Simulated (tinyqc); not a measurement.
Conductance of a narrow metal strip with scatterers (square lattice, Green functions): one step. Green function and transmission. Three cases, with inputs chosen for the exercise.

Question. E - en + 2 t z_n = 2t (z_n - cos(kn a)). Invert, form |t_nm|^2 = (2t)^2 Im(z_n) Im(z_m) |G_nm|^2 and sum. The added resistance is 1/(2 (e^2/h) T) less the same for the clean strip.

A strip of W sites across with hard walls, site energy 0 and hopping -t. Mode n = 1 to W has profile chi_n(j) = sqrt(2/(W + 1)) sin(n j pi/(W + 1)) and energy en = -2t cos(n pi/(W + 1)); E = en - 2t cos(kn a). With z_n = exp(i kn a) (Im k > 0 for closed modes, |z| < 1) each lead gives the self-energy -t z_n in mode n. One column carries the site energies v, here a uniform barrier across the strip, as of a grain boundary. In the mode basis V_nm = sum_j chi_n(j) v_j chi_m(j), G = (E - en + 2 t z_n - V)^-1, and t_nm = 2t sqrt(sin(kn a) sin(km a)) G_nm in size for open modes. T = sum |t_nm|^2, conductance (2e^2/h) T.

Constants: e^2/h = 3.874045865e-05 S.

Case 1.

Values chosen (out of a larger set: hopping and spacing of the size met in Cu or Al; the lattice is a model; not measured data): t = 1.43 eV (hopping).

Modes:
```
n,en (eV),cos(k a),z,dE/dk (eV angstrom)
1,-2.313789,0.1944795,0.1944795+0.9809066i,7.462345
2,-0.883789,0.6944795,0.6944795+0.7195125i,5.473763
3,0.883789,1.3125135,0.4624008,0.000000
4,2.313789,1.8125135,0.3008240,0.000000
```

V (eV):
```
,n=1,n=2,n=3,n=4
n=1,1.300000,0,0,0
n=2,0,1.300000,0,0
n=3,0,0,1.300000,0
n=4,0,0,0,1.300000
```

Case 2.

Values chosen (out of a larger set: hopping and spacing of the size met in Cu or Al; the lattice is a model; not measured data): t = 1.64 eV (hopping).

Modes:
```
n,en (eV),cos(k a),z,dE/dk (eV angstrom)
1,-2.319310,-0.5150336,-0.5150336+0.8571700i,7.253715
2,0.000000,0.1920732,0.1920732+0.9813806i,8.304835
3,2.319310,0.8991800,0.8991800+0.4375790i,3.702969
```

V (eV):
```
,n=1,n=2,n=3
n=1,2.000000,0,0
n=2,0,2.000000,0
n=3,0,0,2.000000
```

Case 3.

Values chosen (out of a larger set: hopping and spacing of the size met in Cu or Al; the lattice is a model; not measured data): t = 1.97 eV (hopping).

Modes:
```
n,en (eV),cos(k a),z,dE/dk (eV angstrom)
1,-3.187527,0.0234703,0.0234703+0.9997245i,10.871404
2,-1.217527,0.5234703,0.5234703+0.8520439i,9.265466
3,1.217527,1.1415043,0.5910208,0.000000
4,3.187527,1.6415043,0.3397607,0.000000
```

V (eV):
```
,n=1,n=2,n=3,n=4
n=1,1.800000,0,0,0
n=2,0,1.800000,0,0
n=3,0,0,1.800000,0
n=4,0,0,0,1.800000
```

Give: G; |t_nm|^2; T; added resistance.

Answer.

Case 1.

G (1/eV):
```
,n=1,n=2,n=3,n=4
n=1,-0.1360-0.2934i,0.0000,0.0000,0.0000
n=2,0.0000,-0.2194-0.3473i,0.0000,0.0000
n=3,0.0000,0.0000,-0.2680,0.0000
n=4,0.0000,0.0000,0.0000,-0.1778
```

|t_nm|^2:
```
,n=1,n=2,n=3,n=4
n=1,0.8232,0,0,0
n=2,0,0.7147,0,0
n=3,0,0,0,0
n=4,0,0,0,0
```

T = 1.5380
added resistance = 1939 ohm

Mode 2 passes least (0.715) and mode 1 most (0.823); 0.0 % of the transmitted flux changes mode.

Case 2.

G (1/eV):
```
,n=1,n=2,n=3
n=1,-0.1680-0.2362i,0.0000,0.0000
n=2,0.0000,-0.1393-0.2241i,0.0000
n=3,0.0000,0.0000,-0.3300-0.2368i
```

|t_nm|^2:
```
,n=1,n=2,n=3
n=1,0.6640,0,0
n=2,0,0.7215,0
n=3,0,0,0.3399
```

T = 1.7254
added resistance = 3178 ohm

Mode 3 passes least (0.340) and mode 2 most (0.721); 0.0 % of the transmitted flux changes mode.

Case 3.

G (1/eV):
```
,n=1,n=2,n=3,n=4
n=1,-0.0960-0.2100i,0.0000,0.0000,0.0000
n=2,0.0000,-0.1241-0.2314i,0.0000,0.0000
n=3,0.0000,0.0000,-0.2520,0.0000
n=4,0.0000,0.0000,0.0000,-0.1443
```

|t_nm|^2:
```
,n=1,n=2,n=3,n=4
n=1,0.8272,0,0,0
n=2,0,0.7767,0,0
n=3,0,0,0,0
n=4,0,0,0,0
```

T = 1.6039
added resistance = 1593 ohm

Mode 2 passes least (0.777) and mode 1 most (0.827); 0.0 % of the transmitted flux changes mode.

Computed by tinyqc, one run a case: `OMP_NUM_THREADS=1 python tinyqc.py N N+1 out.jsonl` with N = 1451518, 1452251, 1452764; one thread of a shared Intel(R) Xeon(R) Processor @ 2.30GHz, about 0.01 s a run at most.
